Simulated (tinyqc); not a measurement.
Quantum point contact as a saddle point: plateau quality against temperature.

Potential V0 - m wx^2 x^2/2 + m wy^2 y^2/2; energies are counted from V0. Mode n = 0, 1, ... transmits T_n(E) = 1/(1 + exp(-2 pi (E - E_n)/wx)), E_n = wy (n + 1/2); each mode carries 2 q^2/h.

g(T) = int g(E) (-df/dE) dE = int g(mu + x kB T) dx/(4 cosh^2(x/2)), g(E) the zero-temperature value at E, g = G/(2 q^2/h).

Parameters, values chosen for the exercise: transverse quantum hbar wy wy = 5.1 meV; curvature of the barrier hbar wx wx = 2.7 meV.

Constants: q = 1.602176634e-19 C, kB = 1.380649e-23 J/K, Vt = kB T/q. Results are converted to the units shown.

Results:

| T (K) | slope wy dg/dmu at mu = wy | slope at mu = 1.5 wy | g at mu = wy |
|---|---|---|---|
| 0.11 | 0.06256 | 2.966 | 1.000 |
| 0.21 | 0.06269 | 2.963 | 1.000 |
| 0.78 | 0.06505 | 2.911 | 1.000 |
| 1.5 | 0.07262 | 2.781 | 1.000 |
| 2.9 | 0.1106 | 2.447 | 1.000 |
| 5.6 | 0.3069 | 1.864 | 1.000 |
| 11 | 0.7572 | 1.249 | 1.000 |
| 21 | 0.9370 | 1.005 | 1.017 |

Estimate the missing row, T = 0.4 K.

Computed row:

| T (K) | slope wy dg/dmu at mu = wy | slope at mu = 1.5 wy | g at mu = wy |
|---|---|---|---|
| 0.4 | 0.06317 | 2.952 | 1.000 |

With this row back in the table: The slope on the first plateau rises from 0.0626 to 0.937 and the slope on the second riser falls from 2.97 to 1.01; a slope of 1 everywhere means no steps at all. The plateau slope passes 0.5 at T = 11 K among the rows.

Program tinyqc, `OMP_NUM_THREADS=1 python tinyqc.py 2740013 2740014 out.jsonl`; Intel Xeon 2.30GHz, shared host, one thread, about 0.04 s.
